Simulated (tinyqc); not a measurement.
Strain-driven crossing of the Gamma and L valleys in a germanium-like crystal alloyed with tin, step by step. Values are carried at full precision from step to step, so a last printed digit may differ when a step is redone from the rounded ones.

With tin the unstrained gaps become E(y) = (1 - y) E + y EgS - CS y (1 - y); all other values are kept.
Constants: kB = 8.617333262e-05 eV/K; hc = 1239.841984 eV nm.

Inputs chosen for the exercise (near those of Ge, gaps at low temperature; shifted at random, so the results belong to these values and not to a real crystal): Eg = 0.909 eV (gap at Gamma to the s-like level); EgL = 0.752 eV (gap to L); EgS = (-0.391, 0.108) eV (Gamma and L gaps of the tin end); CS = (2.86, 1.12) eV (bowing of the Gamma and L gaps); y = 0.081 (tin fraction); C11 = 127.9 GPa; C12 = 48.2 GPa; C44 = 68.1 GPa; load = biaxial (001) (kind of strain); e0 = 0.0106 (size of the strain); Dso = 0.293 eV (spin-orbit splitting); ac = -8.22 eV (conduction deformation potential); av = 1.26 eV (valence hydrostatic potential); b = -2.59 eV (tetragonal shear potential); d = -5.3 eV (trigonal shear potential); aL = -1.74 eV (hydrostatic potential of the L edge, Xd + Xu/3); XuL = 15.56 eV (uniaxial potential, L); mG = 0.041 m0 (mass at Gamma); mL = 0.574 m0 (density-of-states mass of the four L valleys together); T = 77 K (temperature).

## Gaps of the unstrained alloy

Give both gaps, their difference, and the y at which they cross (the root of a quadratic between 0 and 0.3).

Gamma and L gaps (eV): 0.5908  0.6165

Gamma - L = -0.0257 eV
crossing y = 0.0690

Without strain the alloy is direct.

## The strain tensor for a biaxial (001) load

Biaxial loads: e0 is the in-plane strain e_par and the normal is free. (001): e_perp = -2 (C12/C11) e_par; exx = eyy = e_par, ezz = e_perp, no shear. (111): e_perp = -(2 C11 + 4 C12 - 4 C44)/(C11 + 2 C12 + 4 C44) e_par; exx = eyy = ezz = (2 e_par + e_perp)/3 and exy = eyz = ezx = (e_perp - e_par)/3. (110): e_perp = -(C11 + 3 C12 - 2 C44)/(C11 + C12 + 2 C44) e_par; exx = eyy = (e_par + e_perp)/2, ezz = e_par, exy = (e_perp - e_par)/2, eyz = ezx = 0. Uniaxial loads: a stress along n, scaled so that n.e.n = e0, with exx = s11 sxx + s12 (syy + szz), exy = s44 sxy/2, s11 = (C11 + C12)/((C11 - C12)(C11 + 2 C12)), s12 = -C12/((C11 - C12)(C11 + 2 C12)), s44 = 1/C44.

Form the tensor and its trace.

strain tensor in the cubic axes:
```
,x,y,z
x,0.010600,0.000000,0.000000
y,0.000000,0.010600,0.000000
z,0.000000,0.000000,-0.007989
```

tr(e) = 0.013211

## Band edges

Edges from the unstrained valence top: Gamma at Eg + ac tr(e); an L valley with unit axis u at EgL + aL tr(e) + XuL (u.e.u - tr(e)/3), u along [111], [1-1-1], [-11-1], [-1-11]; valence edges are the levels of the 6 x 6 matrix of X, Y, Z times spin with -Dso/3 + l exx + m (eyy + ezz) on the diagonal (cyclic), n exy off it, l = av + 2 b, m = av - b, n = sqrt(3) d. Spin-orbit term (Dso/3) L.sigma on X, Y, Z with (L_k)_ij = -i epsilon_kij: <X+|H|Y+> = -i Dso/3, <X+|H|Z-> = Dso/3, <Y+|H|Z-> = -i Dso/3, <Z+|H|X-> = -Dso/3, <Z+|H|Y-> = i Dso/3, <X-|H|Y-> = i Dso/3, and their conjugates; + and - are the spin along z.

Give the edges and the direct and indirect gaps from the top valence edge.

Gamma edge = 0.4822 eV

L edges (eV): [111] 0.5935, [1-1-1] 0.5935, [-11-1] 0.5935, [-1-11] 0.5935

valence edges from the top (eV): 0.0779  -0.0315  -0.2894

direct and indirect gap (eV): 0.4043  0.5156

The gap is direct: Gamma lies 111 meV below the lowest L valley. The top two valence edges are 109 meV apart.

## Electrons in the Gamma valley

Non-degenerate, parabolic: share = mG^(3/2)/(mG^(3/2) + (mL^(3/2)/4) sum_i exp(-(E_Li - E_Gamma)/kT)). Also the offset at which four equal L valleys hold half of the electrons, kT ln((mL/mG)^(3/2)), and the wavelength hc/E of the direct gap.

(mL/mG)^(3/2) = 52.38
share in Gamma = 100 %
offset for an even split = 26.3 meV
wavelength = 3066 nm

With the L valleys as they lie here, Gamma must be 26 meV below the lowest of them to hold half of the electrons at 77 K; it lies 111 meV below. A direct gap alone is not enough.

Program tinyqc; command `OMP_NUM_THREADS=1 python tinyqc.py 1080133 1080134 out.jsonl`; about 0.01 s on one thread of a shared Intel(R) Xeon(R) Processor @ 2.30GHz.
